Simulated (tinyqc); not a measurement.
# Changing the Ge fraction x

Model: composition and strain of an epitaxial Si(1-x)Ge(x) layer from Raman and X-ray peaks. Computed by tinyqc, a small Python program. Command: `OMP_NUM_THREADS=1 python tinyqc.py 3008540 3008541 out.jsonl epiraman sweep`. One thread of a shared host (Intel(R) Xeon(R) Processor @ 2.30GHz), about 0.01 s of CPU time with the checks.

A (001) layer, biaxially strained in the plane. The Raman peaks follow empirical lines omega = w0 + c1 x + c3 x^3 + b eps (c3 for Si-Ge alone), with eps the in-plane strain.

Inputs (values chosen for the exercise, modelled on silicon-germanium):
```
quantity,value,unit
degree of relaxation R,0.31,-
lattice constant of Si,5.431,angstrom
lattice constant of Ge,5.658,angstrom
bowing B,0.026,angstrom
2 C12/C11 of Si,0.778,-
2 C12/C11 of Ge,0.755,-
Si-Si: w0,520.9,1/cm
Si-Si: c1,-64.3,1/cm
Si-Si: strain coefficient b,-744,1/cm
Si-Ge: w0,400.2,1/cm
Si-Ge: c1,24.4,1/cm
Si-Ge: c3,-34.1,1/cm
Si-Ge: strain coefficient b,-553,1/cm
Ge-Ge: w0,280.6,1/cm
Ge-Ge: c1,18.5,1/cm
Ge-Ge: strain coefficient b,-445,1/cm
X-ray wavelength,1.540598,angstrom
```

Substrate: silicon.

Method:
- Relaxed lattice constant a(x) = a_Si + (a_Ge - a_Si) x - B x (1 - x).
- In-plane constant a_par = a_sub + R (a(x) - a_sub); eps = a_par/a(x) - 1; eps_perp = -(2 C12/C11) eps with 2 C12/C11 linear in x; a_perp = a(x) (1 + eps_perp).
- Insert x and eps in the three lines; the strain part is b eps.
- Bragg angle theta = arcsin(2 lambda/a) for (004), for the substrate with a_sub and the layer with a_perp; separation in arc seconds.

One run for each value:
```
Ge fraction x,Si-Si peak (1/cm),Si-Ge peak (1/cm),Ge-Ge peak (1/cm),in-plane strain eps (per mille),"separation, layer less substrate (arcsec)"
0.08,517.29,403.27,283.00,-2.058,-649.1
0.18,512.80,406.98,286.01,-4.672,-1467.0
0.29,507.91,410.65,289.35,-7.599,-2374.5
0.40,503.05,413.63,292.71,-10.579,-3289.5
0.50,498.67,415.51,295.78,-13.332,-4127.1
0.60,494.32,416.39,298.88,-16.125,-4969.6
0.71,489.56,415.96,302.30,-19.244,-5901.5
0.82,484.85,413.80,305.74,-22.409,-6838.1
0.92,480.59,410.10,308.89,-25.325,-7692.9
```

Over the rows, Si-Si peak (1/cm) falls from 517 to 481 (exponent d ln y / d ln x -0.011 between the first rows and -0.077 between the last); Si-Ge peak (1/cm) goes from 403 through a maximum among these rows, 416 at 0.600, to 410; Ge-Ge peak (1/cm) rises from 283 to 309 (exponent d ln y / d ln x 0.013 between the first rows and 0.089 between the last). Composition and strain both change with x. The Si-Si peak moves by -43.7 per cm per unit x on average, against c1 = -64.3 without strain: eps moves towards compression as x grows, which offsets part of the fall, in proportion to 1 - R.

Caution (rows 0.0800, 0.180, 0.820, 0.920): near either end one of the like-atom peaks is weak, since its intensity follows the number of such bonds. Caution (rows 0.820, 0.920): strains above 2 % survive only in layers a few nanometres thick, and the linear relations lose accuracy.

Extremes, crossings and ranges named in words are read from the listed rows.
